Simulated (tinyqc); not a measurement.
Born-Mayer model of an ionic crystal AB: one step, computed by the program tinyqc.

Energies are per ion pair and r is the nearest distance of unlike ions.

Question. Terms of the lattice energy. Madelung constant M, unlike neighbours z1, like neighbours z2 at f r, volume per pair: rock salt 1.747565, 6, 12, sqrt2, 2 r^3; caesium chloride 1.762675, 8, 6, 2/sqrt3, 8 r^3/(3 sqrt3); zinc blende 1.638055, 4, 12, sqrt(8/3), 16 r^3/(3 sqrt3). U(r) = -M z^2 e^2/(4 pi eps_0 r) + z1 lambda exp(-r/rho).

Inputs (values chosen for the exercise, for a model salt): ionic charge z = 2; unlike repulsion lambda = 3840 eV; range rho = 0.302 angstrom.

Structure: caesium chloride. Short range: nearest neighbours only.

equilibrium distance r0 = 2.682779 angstrom

Constants: e^2/(4 pi eps_0) = 14.39964548 eV angstrom.

Give: terms; lattice energy U.

Answer.

terms (eV): Coulomb -37.84, unlike repulsion 4.26

lattice energy U = -33.58 eV per pair

The short-range terms together cancel 11.3 % of the Coulomb energy, which is rho/r0 = 0.1126: U = -(M z^2 e^2/(4 pi eps_0 r0))(1 - rho/r0).
